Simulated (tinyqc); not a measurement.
Changing the longitudinal mass m_l: donor in an ellipsoidal valley (Kohn-Luttinger variational method). Computed by tinyqc, a small Python program. Command: `OMP_NUM_THREADS=1 python tinyqc.py 3026896 3026897 out.jsonl kohnlutt sweep`. One thread of a shared host (Intel(R) Xeon(R) Processor @ 2.30GHz), about 0.1 s of CPU time with the checks.

H = -(d^2/dx^2 + d^2/dy^2) - gamma d^2/dz^2 - 2/r in units built on m_t, with gamma = m_t/m_l and z along the valley axis. One valley; no valley-orbit or central-cell term.

Inputs (values chosen for the exercise, for a model semiconductor): transverse mass m_t = 0.151 m_0; dielectric constant eps = 7.8.

Constants: Ry = 13.605693123 eV; a_0 = 0.529177210903 angstrom.

Method:
- Ry* = Ry m_t/eps^2, a* = a_0 eps/m_t, gamma = m_t/m_l.
- Trial function exp(-sqrt((x^2 + y^2)/a^2 + z^2/b^2)) with beta = b/a < 1: E = t/a^2 - u/a, t = (2 + gamma/beta^2)/3, u = 2 arcsin(sqrt(1 - beta^2))/sqrt(1 - beta^2); the best a is 2 t/u and E(beta) = -u^2/(4 t).
- Golden-section search on beta from 0.05 to 0.999, 60 steps.
- Gaussian basis: g = P exp(-al (x^2 + y^2) - be z^2) with P = 1 (s-like), z (2p0) or x (2p+-); al = 0.004 x 2.6^k, k = 0..11, and be/al = 1, gamma^(-1/2) or 1/gamma (36 functions); 1/r = (2/sqrt(pi)) int exp(-t^2 r^2) dt by 48 Gauss-Legendre points after t = sqrt(al_i + al_j) tan(theta); overlap eigenvalues below 1e-10 are dropped.

One run for each value:

| longitudinal mass m_l (m_0) | 1s binding energy, trial function (meV) | 2p0 binding energy (meV) | 2p+- binding energy (meV) | best beta | 1s binding energy, Gaussian basis (meV) |
|---|---|---|---|---|---|
| 0.18 | 35.77 | 9.37 | 8.74 | 0.9393 | 35.77 |
| 0.28 | 40.99 | 12.03 | 9.45 | 0.8030 | 41.00 |
| 0.44 | 46.55 | 15.26 | 10.14 | 0.6848 | 46.58 |
| 0.67 | 51.84 | 18.74 | 10.73 | 0.5910 | 51.90 |
| 1.00 | 56.91 | 22.46 | 11.25 | 0.5141 | 57.02 |
| 1.60 | 62.81 | 27.32 | 11.80 | 0.4368 | 63.02 |
| 2.50 | 68.30 | 32.35 | 12.26 | 0.3745 | 68.63 |
| 3.90 | 73.57 | 37.69 | 12.67 | 0.3215 | 74.06 |
| 6.00 | 78.45 | 43.07 | 13.01 | 0.2774 | 79.11 |

Over the rows, 1s binding energy, trial function (meV) rises from 35.8 to 78.4 (exponent d ln y / d ln x 0.31 between the first rows and 0.15 between the last); 2p0 binding energy (meV) rises from 9.37 to 43.1 (exponent d ln y / d ln x 0.57 between the first rows and 0.31 between the last); 2p+- binding energy (meV) rises from 8.74 to 13.0 (exponent d ln y / d ln x 0.18 between the first rows and 0.062 between the last).

Caution (rows 3.90, 6.00): the short radius is only a few bond lengths, so the envelope approximation is rough.

Extremes, crossings and ranges named in words are read from the listed rows.
